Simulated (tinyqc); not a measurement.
## IGBT as a p-i-n diode in series with a MOS channel, on-state and switching loss: effect of the current density

High injection (n = p) in a drift layer from x = -W/2 (anode) to +W/2 (cathode side), recombination only in the layer with lifetime tau, ideal emitters. The channel feeds the cathode side and carries the whole current. Auger recombination, carrier-carrier scattering, emitter losses and the carrier dip under the p body are left out.

b = mn/mp, B = (b - 1)/(b + 1), La = sqrt(2 Vt mn mp tau/(mn + mp)), y = W/(2 La). n(x) = (tau J/(2 q La))[cosh(x/La)/sinh y - B sinh(x/La)/cosh y]. Vm = Vt [(8 b/(b + 1)^2)(sinh y/s) arctan(s sinh y) + B ln((1 + B tanh^2 y)/(1 - B tanh^2 y))], s = sqrt(1 - B^2 tanh^2 y); Vj = Vt ln(n(-W/2) n(W/2)/ni^2), ni = sqrt(Nc Nv) exp(-Eg/(2 Vt)), Eg in volts; Vc = J Rch; Von = Vm + Vj + Vc. Stored charge tau J, turn-off energy Eoff = ks tau J Vdc, loss at half duty 0.5 J Von + f Eoff. A unipolar device on the same layer has Vu = J (W/(q mn Nd) + Rch).

Parameters, values chosen for the exercise; material values close to those of silicon:

| symbol | value | unit | meaning |
|---|---|---|---|
| T | 350 | K | temperature |
| Eg | 1.13 | eV | band gap |
| Nc | 3.58e19 | cm^-3 | conduction-band density of states at T |
| Nv | 3.31e19 | cm^-3 | valence-band density of states at T |
| mn | 997 | cm^2/(V s) | electron mobility |
| mp | 342 | cm^2/(V s) | hole mobility |
| W | 130 | um | width of the drift layer |
| Nd | 5.9e13 | cm^-3 | doping of the drift layer |
| tau | 1.2 | us | high-injection lifetime |
| Rch | 1.7 | mohm cm^2 | channel and accumulation resistance |
| Vdc | 800 | V | link voltage |
| ks | 0.08 |  | turn-off energy per stored charge and link voltage |
| f | 1 | kHz | switching frequency |

Constants: q = 1.602176634e-19 C, kB = 1.380649e-23 J/K, Vt = kB T/q. Results are converted to the units shown.

The same in every row: y = 1.5140.

Results:

| J (A/cm^2) | Von (V) | Vu (V) | Eoff (mJ/cm^2) | total loss (W/cm^2) |
|---|---|---|---|---|
| 0.3 | 0.55378 | 0.41433 | 0.023040 | 0.10611 |
| 0.76 | 0.61064 | 1.0496 | 0.058368 | 0.29041 |
| 4.8 | 0.72868 | 6.6292 | 0.36864 | 2.1175 |
| 12 | 0.79619 | 16.573 | 0.92160 | 5.6988 |
| 31 | 0.88574 | 42.814 | 2.3808 | 16.110 |
| 78 | 1.0213 | 107.72 | 5.9904 | 45.821 |
| 200 | 1.2855 | 276.22 | 15.360 | 143.91 |
| 500 | 1.8508 | 690.54 | 38.400 | 501.09 |

Estimate the missing row, J = 1.9 A/cm^2.

Computed row:

| J (A/cm^2) | Von (V) | Vu (V) | Eoff (mJ/cm^2) | total loss (W/cm^2) |
|---|---|---|---|---|
| 1.9 | 0.66785 | 2.6241 | 0.14592 | 0.78037 |

With this row back in the table: As J goes from 0.3 to 500 A/cm^2, Von rises from 0.554 to 1.85 V, Eoff rises from 0.0230 to 38.4 mJ/cm^2 and the total loss rises from 0.106 to 501 W/cm^2. Von is below Vu in 8 of the 9 rows. At low current the junction voltage makes the bipolar device the worse one. For J = 0.3 to 0.76 A/cm^2 the injected density falls below 5 Nd somewhere, so high injection is doubtful. For J = 200 to 500 A/cm^2 the density at the anode passes 2e17 cm^-3, where Auger recombination and emitter losses matter.

Numbers from tinyqc (`OMP_NUM_THREADS=1 python tinyqc.py 2590020 2590021 out.jsonl`; about 0.01 s on one thread of a shared Intel Xeon 2.30GHz).
